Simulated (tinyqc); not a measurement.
Polycrystalline film, grain-boundary barriers (Seto model): one step of the calculation.

One-dimensional grains of size Lg with donors N; each boundary has Qt acceptor-like traps per area at one level Et below the band edge. Trapped electrons qt deplete a width w = qt/N (both sides together) and raise a barrier Vb = q N w^2/(8 eps0 eps_r). Current crosses the barriers by thermionic emission at small bias. Abrupt depletion, full ionisation, Boltzmann statistics.

Task. Trapped charge. w = qt/N, Vb = q N w^2/(8 eps0 eps_r), out = Qt/(1 + 2 (Nc/N) exp((Vb - Et)/Vt)); qt(new) = out.

Parameters, values chosen for the exercise; values close to those of polycrystalline silicon:
```
symbol,value,unit,meaning
T,300,K,temperature
eps_r,11.7,,relative permittivity of the semiconductor
Lg,20,nm,grain size
Qt,1.2e12,cm^-2,trap density at a boundary
N,4.5e18,cm^-3,donor density
Nc,2.8e19,cm^-3,conduction-band density of states at T
Et,0.41,eV,trap level below the band edge
```

Constants: q = 1.602176634e-19 C, kB = 1.380649e-23 J/K, Vt = kB T/q, eps0 = 8.8541878128e-14 F/cm where lengths are in cm. Results are converted to the units shown.

qt at the start = 1.1e12 cm^-2

Give: w; Vb; out; qt after iteration 1.

Result.

w = 2.444 nm
Vb = 0.005198 V
out = 1.200e12 cm^-2
qt after iteration 1 = 1.200e12 cm^-2

Program tinyqc, `OMP_NUM_THREADS=1 python tinyqc.py 2610149 2610150 out.jsonl`; Intel Xeon 2.30GHz, shared host, one thread, about 0.01 s.
